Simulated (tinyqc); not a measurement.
Ways to converge the cycle: SCF convergence aids in the sto-3g basis, for BeH, spin multiplicity 2. Computed by the program tinyqc with PySCF. UHF with one setting changed at a time; a run stops when the energy changes by less than 1e-09 hartree and the error matrix is below 1e-5. The start is the Wolfsberg-Helmholz matrix. Damping d keeps d of the old density; a shift (hartree) raises the virtual levels; DIIS n extrapolates F over n matrices.

Geometry (angstrom):

| atom | x | y | z |
|---|---|---|---|
| Be | 0.0000 | 0.0000 | 0.0000 |
| H | 0.0000 | 0.0000 | 2.5140 |

lowest solution found by these runs and by PySCF with stability checks = -14.826452 hartree

Largest element of the error matrix X^T (FDS - SDF) X:

| iteration | plain | damping 0.3 | damping 0.6 | shift 0.4 | DIIS 3 | DIIS 8 |
|---|---|---|---|---|---|---|
| 1 | 2.1e-01 | 2.1e-01 | 2.1e-01 | 2.1e-01 | 2.1e-01 | 2.1e-01 |
| 2 | 8.6e-02 | 3.4e-02 | 1.1e-01 | 1.0e-01 | 8.6e-02 | 8.6e-02 |
| 3 | 7.0e-02 | 5.3e-02 | 6.1e-02 | 5.1e-02 | 6.3e-02 | 6.3e-02 |
| 4 | 7.3e-02 | 5.9e-02 | 4.4e-02 | 4.8e-02 | 6.2e-02 | 6.2e-02 |
| 5 | 6.3e-02 | 6.6e-02 | 4.7e-02 | 5.8e-02 | 6.0e-02 | 7.3e-02 |
| 6 | 3.8e-02 | 6.7e-02 | 5.5e-02 | 6.7e-02 | 8.4e-02 | 3.8e-02 |
| 8 | 7.5e-03 | 4.2e-02 | 6.6e-02 | 7.7e-02 | 6.7e-02 | 1.8e-02 |
| 10 | 2.4e-03 | 1.7e-02 | 6.4e-02 | 6.3e-02 | 4.8e-02 | 1.3e-03 |
| 14 | 3.8e-04 | 3.2e-03 | 3.5e-02 | 1.8e-02 | 2.1e-03 | 1.3e-06 |
| 20 | 2.3e-05 | 5.4e-04 | 8.2e-03 | 4.8e-03 | 2.4e-04 | - |
| 30 | - | 2.6e-05 | 1.4e-03 | 4.7e-04 | - | - |
| 45 | - | - | 1.3e-04 | 1.4e-05 | - | - |
| 60 | - | - | 1.1e-05 | - | - | - |

How each run ends:

| run | iterations | E (hartree) | state |
|---|---|---|---|
| plain | 22 | -14.758497 | higher |
| damping 0.3 | 34 | -14.758497 | higher |
| damping 0.6 | >60 | -14.758497 | falls steadily but slowly, by a factor of about 0.85 a step |
| shift 0.4 | 47 | -14.758497 | higher |
| DIIS 3 | 28 | -14.619402 | higher |
| DIIS 8 | 14 | -14.619402 | higher |

What does the comparison show, and why?

No run reaches the lowest solution found. Ending on a higher stationary point: plain, damping 0.3, shift 0.4, DIIS 3, DIIS 8; a small error matrix cannot reveal that, and an occupation fixed by the start is kept by symmetry or by the shape of the basin. Not converged: damping 0.6. Plain steps already contract here, so damping only slows them. DIIS 8 gains by cancelling the error over several earlier matrices, much as a quasi-Newton step does. DIIS minimises the error, not the energy, so it can stall or settle near a saddle, and its small system turns near-singular when few rotations are active.
